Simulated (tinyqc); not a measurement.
Single-domain magnet: Stoner-Wohlfarth switching, Neel-Arrhenius retention, LLG dynamics and spin torque: one step, computed by the program tinyqc.

The moment is uniform, with unit vector m; z is the easy axis. mu_0 = 1.25663706212e-6 T m/A, gamma = 1.76085963023e11 rad/(s T).

Problem. Effective anisotropy. The disc is treated as an oblate spheroid with p = t/d: N_z = [1 - p arccos(p)/sqrt(1 - p^2)]/(1 - p^2); V = pi d^2 t/4; K_eff = K_u + K_i/t + K_shape, K_shape = -(mu_0 M_s^2/4)(3 N_z - 1); mu_0 H_K = 2 K_eff/M_s.

Inputs (values chosen for the exercise, for a model magnet): saturation magnetisation M_s = 1330 kA/m; diameter d = 67 nm; thickness t = 2 nm; interface anisotropy K_i = 2.62 mJ/m^2; bulk anisotropy K_u = 0 kJ/m^3.

Shape: thin disc, easy axis normal to it.

Give: demagnetising factor N_z; volume V; K_shape; K_eff; anisotropy field mu_0 H_K.

Solution.

demagnetising factor N_z = 0.95483

volume V = 7051.3 nm^3

K_shape = -1036.1 kJ/m^3

K_eff = 273.87 kJ/m^3

anisotropy field mu_0 H_K = 0.41183 T

Shape works against the easy axis and takes 79 % of the other terms. Caution: a flat cylinder has a smaller N_z than the spheroid of the same t/d, so K_eff of a real disc is larger.
